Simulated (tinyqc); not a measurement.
Changing the satellite valleys Z: two-valley model of the transferred-electron effect. Computed by tinyqc, a small Python program. Command: `OMP_NUM_THREADS=1 python tinyqc.py 3009865 3009866 out.jsonl gunn sweep`. One thread of a shared host (Intel(R) Xeon(R) Processor @ 2.30GHz), about 0.01 s of CPU time with the checks.

Both kinds of valley share one electron temperature T_e, and each has a constant mobility.

Inputs (values chosen for the exercise, modelled on GaN): central-valley mass m1 = 0.2 m_0; satellite-valley mass m2 = 0.47 m_0; valley separation dE = 1.1 eV; central-valley mobility mu1 = 1000 cm^2/(V s); satellite-valley mobility mu2 = 53 cm^2/(V s); energy relaxation time tau_E = 0.078 ps; lattice temperature T = 200 K.

Solver: damped fixed point.

Constants: k_B = 8.617333262e-05 eV/K.

Method. Density-of-states ratio R = Z (m2/m1)^(3/2); n2/n1 = R exp(-dE/(k_B T_e)); mean mobility mu = (mu1 + mu2 n2/n1)/(1 + n2/n1); energy balance e mu F^2 = (3/2) k_B (T_e - T)/tau_E; v = mu F. Using T_e as the parameter, F(T_e) = sqrt(3 k_B (T_e - T)/(2 e mu tau_E)) and v = mu F; find the first maximum and the next minimum of v, and the most negative dv/dF between them.

One run for each value:
```
satellite valleys Z  threshold field (kV/cm)  peak-to-valley ratio  peak velocity (1e7 cm/s)
3                                     113.63                1.0036                    6.7187
4                                      95.13                1.0364                    6.3883
6                                      82.99                1.1072                    6.0215
8                                      77.30                1.1674                    5.8038
12                                     71.25                1.2603                    5.5380
```

Describe the trends.

Over the rows, threshold field (kV/cm) falls from 114 to 71.3 (exponent d ln y / d ln x -0.62 between the first rows and -0.20 between the last); peak-to-valley ratio rises from 1.00 to 1.26 (exponent d ln y / d ln x 0.11 between the first rows and 0.19 between the last); peak velocity (1e7 cm/s) falls from 6.72 to 5.54 (exponent d ln y / d ln x -0.18 between the first rows and -0.12 between the last).  Left out: 1, 2 (no negative differential mobility).

Caution (rows 3, 4, 6): T_e at the threshold exceeds 3000 K, outside the range of a Maxwellian in parabolic valleys.

Extremes, crossings and ranges named in words are read from the listed rows.
